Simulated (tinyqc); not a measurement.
Worked calculation: Pariser-Parr-Pople SCF with singles CI, for the molecule C=CC(=C)C=CO (SMILES; centres numbered as the heavy atoms are written). One step of it, computed by the program tinyqc.

Problem. Iteration 2: Fock matrix. F_rr = H_rr + P_rr gamma_rr / 2 + sum_(s != r) P_ss gamma_rs; F_rs = H_rs - P_rs gamma_rs / 2; E = tr P (H + F) / 2 + core repulsion sum_(r<s) z_r z_s gamma_rs.

P after iteration 1, lower triangle:
```
           1C         2C         3C         4C         5C        6C        7O
1C   1.038052
2C   0.926799   0.972408
3C  -0.001759   0.368207   0.962349
4C  -0.335405   0.025136   0.796089   1.170710
5C  -0.137599   0.011924   0.458831  -0.157338   1.185211
6C  -0.009756  -0.052067   0.011377  -0.319800   0.752226  1.005876
7O   0.065057   0.008028  -0.101281   0.255644  -0.339152  0.541496  1.665395
```

core matrix H (eV), lower triangle:
```
            1C          2C          3C          4C          5C          6C          7O
1C  -41.189493
2C   -2.420000  -46.264984
3C    0.000000   -2.420000  -51.867785
4C    0.000000    0.000000   -2.420000  -44.244842
5C    0.000000    0.000000   -2.420000    0.000000  -52.577426
6C    0.000000    0.000000    0.000000    0.000000   -2.420000  -52.976883
7O    0.000000    0.000000    0.000000    0.000000    0.000000   -2.270000  -60.154851
```

repulsion gamma_rs (eV), lower triangle:
```
           1C         2C         3C         4C         5C         6C         7O
1C  11.130000
2C   7.554065  11.130000
3C   5.239477   7.555595  11.130000
4C   3.670520   5.240514   7.554473  11.130000
5C   4.668825   5.240763   7.554722   5.239639  11.130000
6C   3.276506   3.670570   5.239097   4.668193   7.552896  11.130000
7O   2.810050   2.921739   3.782210   3.355751   5.580291   8.704811  21.500000
```

Centres (angstrom, eV; a flat drawing with bonds scaled to 1.40 angstrom):
```
centre          x          y  core charge z          W   gamma_rr
1C       2.125000   1.416000              1  11.160000  11.130000
2C       1.928000   0.030000              1  11.160000  11.130000
3C       0.630000  -0.493000              1  11.160000  11.130000
4C       0.434000  -1.879000              1  11.160000  11.130000
5C      -0.472000   0.370000              1  11.160000  11.130000
6C      -1.771000  -0.153000              1  11.160000  11.130000
7O      -2.873000   0.709000              2  33.000000  21.500000
```

Give: F; pi energy.

Solution.

F (eV), lower triangle:
```
        1C      2C      3C      4C      5C      6C       7O
1C  -5.219
2C  -5.921  -4.836
3C   0.005  -3.811  -4.360
4C   0.616  -0.066  -5.427  -5.059
5C   0.321  -0.031  -4.153   0.412  -5.744
6C   0.016   0.096  -0.030   0.746  -5.261  -6.453
7O  -0.091  -0.012   0.192  -0.429   0.946  -4.627  -13.556
```

pi energy = -122.260 eV
